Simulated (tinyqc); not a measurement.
Worked calculation: Hubbard ring of 4 sites. Computed by tinyqc, a small Python program that keeps every step. Settings: hopping = 0.61, U = 7.0, mixing = 1, iteration cap = 60. Command: `OMP_NUM_THREADS=1 python tinyqc.py 27173 27174 out.jsonl` (the two numbers bound the seeds that draw the settings). One thread of a shared host (Intel(R) Xeon(R) Processor @ 2.60GHz), about 0.2 s of CPU time with the checks. Later iterations appear only in the table of the cycle.

## Mean-field iteration 1

one-body matrix (hopping and site energies) (eV), order 1, 2, 3, 4:
$$\begin{pmatrix}
0.0000 & -0.6100 & 0.0000 & -0.6100 \\
-0.6100 & 0.0000 & -0.6100 & 0.0000 \\
0.0000 & -0.6100 & 0.0000 & -0.6100 \\
-0.6100 & 0.0000 & -0.6100 & 0.0000
\end{pmatrix}$$

U = 7.0000 eV

electrons, up and down: [3, 2]

mixing = 1

n(up) at the start (a guess, not normalised): 1 1.0000, 2 0.3000, 3 1.0000, 4 0.3000

n(down) at the start (a guess): 1 0.0500, 2 0.9500, 3 0.0500, 4 0.9500

H(up) = T + U n(down), H(down) = T + U n(up); fill the lowest levels; n(new) = n + mixing (n(out) - n); E = tr T (rho up + rho down) + U sum n_up n_down of the output.

levels, up (eV): [0.1220, 0.3500, 6.6500, 6.8780]

levels, down (eV): [1.8130, 2.1000, 7.0000, 7.2870]

energy = 6.4229 eV

n(up) after iteration 1: 1 0.9831, 2 0.5169, 3 0.9831, 4 0.5169

n(down) after iteration 1: 1 0.0262, 2 0.9738, 3 0.0262, 4 0.9738

## Mean-field iteration 2

As before.

levels, up (eV): [-0.0338, 0.1835, 6.8165, 7.0338]

levels, down (eV): [3.2125, 3.6181, 6.8819, 7.2875]

energy = 6.3905 eV

n(up) after iteration 2: 1 0.9846, 2 0.5154, 3 0.9846, 4 0.5154

n(down) after iteration 2: 1 0.0498, 2 0.9502, 3 0.0498, 4 0.9502

## Mean-field iteration 3

As before.

levels, up (eV): [0.1205, 0.3484, 6.6516, 6.8795]

levels, down (eV): [3.2041, 3.6076, 6.8924, 7.2959]

energy = 6.3900 eV

n(up) after iteration 3: 1 0.9831, 2 0.5169, 3 0.9831, 4 0.5169

n(down) after iteration 3: 1 0.0493, 2 0.9507, 3 0.0493, 4 0.9507

## Convergence

Each step fills the lowest levels of T + U n(other spin) and sets n(new) = n + mixing (n(out) - n); stop when output and input agree to 1e-8.

Course of the cycle:
```
iteration    E (eV)  largest |n(out) - n(in)|  mean |n_up - n_down|
1          6.422896                  2.17e-01                0.7069
2          6.390475                  2.36e-02                0.6849
3          6.390005                  1.49e-03                0.6838
4          6.389995                  4.55e-04                0.6834
5          6.389995                  3.07e-05                0.6834
6          6.389995                  9.44e-06                0.6834
7          6.389995                  6.37e-07                0.6834
8          6.389995                  1.96e-07                0.6834
9          6.389995                  1.32e-08                0.6834
10         6.389995                  4.08e-09                0.6834
```

local moments n_up - n_down: 1 0.9334, 2 -0.4334, 3 0.9334, 4 -0.4334

Converged in 10 iterations. But random starts reach 5.94530 eV, so this is another stationary point, not the lowest one. Reruns (cap 100 unless said): mixing 0.2: not converged; mixing 0.5: not converged; mixing 0.9: converged in 12 to a higher stationary point (E = 6.39000). Before convergence this energy mixes input and output and is not variational, so it may rise towards its limit.

## Exact diagonalisation (24 states)

Lowest levels of the sector, and the double occupancy of the lowest state.

lowest levels (eV): [5.6834, 5.6834, 5.7800, 6.2564, 6.2564, 7.0000]

double occupancy per site = 0.2587

The mean-field solution above lies 0.7066 eV above the exact energy.

## The lowest level by Lanczos steps

From a random start vector (not printed): a_j = <q_j|H|q_j>, b_j = norm of the remainder after orthogonalising; the Ritz value is the lowest eigenvalue of the tridiagonal matrix of a and b so far.

Lanczos:
```
j   a_j (eV)  b_j (eV)  lowest Ritz value (eV)
1    10.8324    3.6431               10.832395
2     9.0880    1.5862                6.214125
3    11.6686    3.3029                5.937523
4     9.8081    1.1922                5.722555
5    12.2725    3.0849                5.703704
6     9.4167    1.5821                5.690254
7    12.7801    2.3633                5.687687
8     8.1338    1.8880                5.686099
9    12.1989    2.1297                5.685202
10    8.5364    0.8687                5.684649
```
